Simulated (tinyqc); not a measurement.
Worked calculation: heavy doping: gap narrowing, degeneracy and the minority density. Values are carried at full precision from step to step, so a last printed digit may differ when a step is redone from the rounded ones.

Empirical narrowing (Slotboom form, constants chosen for the exercise; published fits of this form give the apparent narrowing, here it is taken as the true one): dEg = E0 [ln(N/N0) + sqrt(ln(N/N0)^2 + C)].

Constants: kB = 8.617333262e-05 eV/K; e^2/(4 pi eps0) = 14.39964547 eV angstrom.

Parameters, chosen for this exercise (gap and densities of states near those of Ge at this temperature; narrowing constants of the size fitted for Si, not for this material; not measured data): N = 4.8e+18 1/cm^3 (ionised acceptors, equal to the majority density); E0 = 8.97 meV (narrowing scale); N0 = 1.6e+17 1/cm^3 (onset density); C = 0.5 (smoothing constant); Nv = 7.03e+18 1/cm^3 (valence-band density of states); Eg = 0.631 eV (gap); Nc = 1.52e+19 1/cm^3 (conduction-band density of states); T = 400 K; eps = 15.4 (dielectric constant); Mv = 1 (majority valleys).

## Gap narrowing

Evaluate at N.

ln(N/N0) = 3.4012
dEg (empirical fit) = 61.67 meV

Well above N0 each decade of doping adds 2 E0 ln 10 = 41.3 meV.

## Degeneracy of the majority band

F_j(eta) = (1/Gamma(j + 1)) integral_0^infinity x^j dx/(1 + exp(x - eta)), which tends to exp(eta) for eta << 0.

Majority: N = Nv F_1/2(eta), eta the distance of EF beyond the majority band edge in kT. Degeneracy factor gam = F_1/2(eta)/exp(eta). ni0^2 = Nc Nv exp(-Eg/kT); product n p = ni0^2 gam exp(dEg/kT), dEg the true narrowing; apparent narrowing dEa = dEg + kT ln gam; minority density = n p/N.

Solve for eta and form gam.

N/Nv = 0.6828
eta = -0.1424
gam = 0.7873

## Product and minority density

Combine both effects.

ni0 = 1.09e+15 1/cm^3
exp(dEg/kT) = 5.98
dEa = 53.4 meV
sqrt(n p) = 2.38e+15 1/cm^3
minority density = 1.18e+12 1/cm^3

Narrowing multiplies the product by 5.98 and degeneracy by 0.787; together they change the minority density by a factor 4.71 against ni0^2/N.

## Two estimates of the size

Two physical estimates, e2 = e^2/(4 pi eps0), N in 1/angstrom^3: exchange shift at the Fermi level, Ex = (e2/eps) kF/pi with kF = (3 pi^2 N/Mv)^(1/3); screened-pair energy (Lanyon-Tuft), Es = (3/4)(e2/eps) qs with qs^2 = (4 pi e2 N/(eps kT)) F_-1/2(eta)/F_1/2(eta).

Evaluate both at N.

kF = 0.05219 1/angstrom
Ex = 15.53 meV
Es = 25.51 meV

Against the fitted dEg = 61.7 meV, Ex is 0.25 and Es 0.41 times as large; each keeps one mechanism only, and Ex assumes a strongly degenerate gas, while here eta is only -0.14.

## Checks

- Minority density against the Boltzmann occupation of the other band at the narrowed gap (1/cm^3): both 1.176e+12.

(tinyqc, `OMP_NUM_THREADS=1 python tinyqc.py 1681465 1681466 out.jsonl`, Intel(R) Xeon(R) Processor @ 2.30GHz, 1 thread, shared host, about 0.02 s.)
